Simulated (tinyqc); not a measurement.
Inside a calculation. Model: MOSFET in saturation, small-signal circuit and noise.

Program tinyqc, `OMP_NUM_THREADS=1 python tinyqc.py 2150134 2150135 out.jsonl`; Intel Xeon 2.30GHz, shared host, one thread, about 0.01 s. Printed values are rounded.

Bias by the inversion coefficient IC = I/Ispec (charge-based model with velocity saturation; weak inversion below 0.1, strong above 10). Common-source circuit: gm, gds, Cgs, Cgd and Cj at the inner nodes, Rg in series with the gate; quasi-static, no source or drain resistance, no gate-body capacitance, no substrate network, no induced gate noise, so fmax is an upper estimate.

Values chosen for this exercise: temperature T = 400 K; gate length L = 130 nm; total gate width W = 20 um; gate capacitance Cox = 2.33 uF/cm^2; mobility mu = 330 cm^2/(V s); slope factor n = 1.28; velocity-saturation length Ls = 15 nm; ratio gds/gm sg = 0.035; overlap and fringe capacitance per side Cov = 0.22 fF/um; drain junction capacitance Cj = 0.57 fF/um; sheet resistance of the gate Rsh = 20 ohm; finger width Wf = 2 um; gate contact and vertical resistance Rc = 300 ohm um; inversion coefficient IC = 28; short-channel excess of the noise factor gw = 0.09; oxide trap density Nt = 1.6e18 cm^-3 eV^-1; tunnelling length into the oxide lt = 0.1 nm; Coulomb scattering coefficient ac = 10000 V s/C; signal frequency f = 1 GHz.

Constants: q = 1.602176634e-19 C, kB = 1.380649e-23 J/K, Vt = kB T/q. Results are converted to the units shown.

## Current, transconductance and gain

Ispec = 2 n mu Cox (W/L) Vt^2, lc = Ls/L, gms = [sqrt((lc IC + 1)^2 + 4 IC) - 1]/[2 + lc (lc IC + 1)], gm = gms Ispec/(n Vt), gds = sg gm.

Ispec = 359.8009 uA
I = 10074.42 uA
gms = 4.178718
gm = 34.07708 mS
gds = 1.192698 mS
gm/I = 3.382534 1/V

gm/I is 14.9 % of its weak-inversion limit 1/(n Vt); without velocity saturation (lc = 0) gms would be 4.82.

## Capacitances, gate resistance and cut-off frequencies

qs = [sqrt(1 + 4 IC) - 1]/2, Cgs = Cox W L qs (2 qs + 3)/(3 (qs + 1)^2) + Cov W, Cgd = Cov W, Cd = Cj W, Rg = Rsh (Wf/L)/(12 Nf) + Rc/W with Nf = W/Wf fingers (not rounded) contacted at both ends. fT = gm/(2 pi (Cgs + Cgd)), fmax = fT/(2 sqrt(Rg (gds + 2 pi fT Cgd))).

Cgs = 40.71691 fF
Cgd = 4.4 fF
Cd = 11.4 fF
Rg = 17.56410 ohm
fT = 120.2107 GHz
fmax = 213.4131 GHz

Overlap and fringe make up 19.5 % of the gate capacitance; fmax is 1.78 times fT.

## Admittance matrix

Inner admittances at w = 2 pi f: y11 = i w (Cgs + Cgd), y12 = -i w Cgd, y21 = gm - i w Cgd, y22 = gds + i w (Cgd + Cd). Invert to Z, add Rg to Z11 and invert back to Y.

inner y (mS):
```
                   1                 2
1   0.00000+0.28348i  0.00000-0.02765i
2  34.07708-0.02765i  1.19270+0.09927i
```

Y with Rg (mS):
```
                   1                  2
1   0.00141+0.28347i  -0.00014-0.02765i
2  34.07610-0.19731i   1.19279+0.11582i
```

## Current gain and unilateral power gain

|h21| = |Y21/Y11|; U = |Y21 - Y12|^2/(4 [Re Y11 Re Y22 - Re Y12 Re Y21]). Extrapolated at 20 dB a decade: f |h21| and f sqrt(U).

|h21| = 120.2108
U = 45545.15
f |h21| = 120.2108 GHz
f sqrt(U) = 213.4131 GHz

f |h21| is within 0.01 % of the formula for fT, and f sqrt(U) within 0.01 % of that for fmax.

## Noise at the gate

Channel noise Sid = 4 kB T gam n gm with gam = (1/2 + (2/3) qs)/(1 + qs) + gw lc IC, qs = [sqrt(1 + 4 IC) - 1]/2, lc = Ls/L (the last term an empirical rise with velocity saturation); at the gate, white noise Sw = Sid/gm^2 + 4 kB T Rg. Number fluctuation with correlated mobility: S(f) = K/f, K = q^2 Vt lt Nt/(W L Cox^2) (1 + ac mu Cox I/gm)^2, Vt in eV with Nt per eV. Corner fc = K/Sw. Full shot noise would be 2 q I.

gam = 0.9287747
Sid = 8.949238e-22 A^2/Hz
Sid/(2 q I) = 0.2772205
sqrt(Sw) = 1.076408 nV/Hz^0.5
K = 1.074533e-9 V^2
fc = 927.3969 MHz

The gate resistance gives 33 % of the white noise power.
